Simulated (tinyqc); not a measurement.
# Thermophotovoltaic cell, detailed-balance limit: what changes with what

Every photon above the gap Eg makes one pair and none below is absorbed; carriers thermalise at T and move without loss. Jsc = q F Phi(Eg, Ts); the dark current is J0 = q ge Phi(Eg, T)/ERE with the Boltzmann factor exp(V/Vt). Photons below the gap return to the emitter with reflectance Rf, and the efficiency is the electrical power over the radiant power not returned (luminescence back to the emitter is not credited).

Values chosen for this exercise:

| symbol | value | unit | meaning |
|---|---|---|---|
| T | 280 | K | cell temperature |
| Ts | 1200 | K | emitter temperature |
| F | 0.28 |  | share of the hemisphere filled by the emitter |
| Rf | 0.8 |  | reflectance for photons below the gap |
| ERE | 0.01 |  | external radiative efficiency |
| ge | 2 |  | number of faces that emit |
| Eg | 0.92 | eV | band gap |

Constants: q = 1.602176634e-19 C, kB = 1.380649e-23 J/K, h = 6.62607015e-34 J s, c = 299792458 m/s, Vt = kB T/q. Results are converted to the units shown.

Each table varies one quantity; the others keep the values above.

## Effect of the reflectance for photons below the gap

Photon flux above E from a black body at temperature T into a hemisphere: Phi(E, T) = A sum_k exp(-k E/th)[E^2 th/k + 2 E th^2/k^2 + 2 th^3/k^3], k = 1, 2, ..., with th = kB T/q in eV and A = 2 pi q^3/(h^3 c^2). J(V) = Jsc - J0 (exp(V/Vt) - 1); Voc = Vt ln(1 + Jsc/J0); at maximum power v = Vmp/Vt solves (1 + v) exp(v) = 1 + Jsc/J0. Pin = F sigma Ts^4, sigma = 2 pi^5 kB^4/(15 h^3 c^2). Power above the gap: Pg = F A q sum_k exp(-k Eg/th)[Eg^3 a + 3 Eg^2 a^2 + 6 Eg a^3 + 6 a^4], a = th/k at Ts; power not returned Pab = Pin - Rf (Pin - Pg). FF = Vmp Jmp/(Voc Jsc).

The same in every row: Jsc (mA/cm^2) = 66.38; Voc (V) = 0.5860; Eg/q - Voc (V) = 0.3340; FF = 0.8331.

Effect of the reflectance for photons below the gap:
```
Rf    efficiency (%)
0             0.9843
0.5            1.928
0.8            4.538
0.9            8.272
0.95           14.05
0.98           24.20
0.99           31.87
1              46.66
```

What does the comparison show?

As Rf goes from 0 to 1, Jsc stays at 66.4 mA/cm^2, Voc stays at 0.586 V and the efficiency rises from 0.984 to 46.7 %. Current and voltage do not depend on Rf; only the power charged to the cell does.

## Effect of the share of the hemisphere filled by the emitter

Same model as above.

FF = Vmp Jmp/(Voc Jsc).

Results:
```
F     Jsc (mA/cm^2)  Voc (V)  Eg/q - Voc (V)      FF  efficiency (%)
0.1           23.71   0.5612          0.3588  0.8277           4.318
0.25          59.27   0.5833          0.3367  0.8325           4.514
0.4           94.83   0.5946          0.3254  0.8348           4.615
0.55          130.4   0.6023          0.3177  0.8364           4.683
0.7           165.9   0.6081          0.3119  0.8375           4.735
1             237.1   0.6167          0.3033  0.8392           4.812
```

Estimate the missing row, F = 0.85.

Computed row:
```
F     Jsc (mA/cm^2)  Voc (V)  Eg/q - Voc (V)      FF  efficiency (%)
0.85          201.5   0.6128          0.3072  0.8384           4.777
```

With this row back in the table: As F goes from 0.1 to 1, Jsc rises from 23.7 to 237 mA/cm^2, Voc rises from 0.561 to 0.617 V and the efficiency rises from 4.32 to 4.81 %.

tinyqc, about 0.01 s, one thread, Intel Xeon 2.30GHz (shared host): `OMP_NUM_THREADS=1 python tinyqc.py 2820115 2820116 out.jsonl`
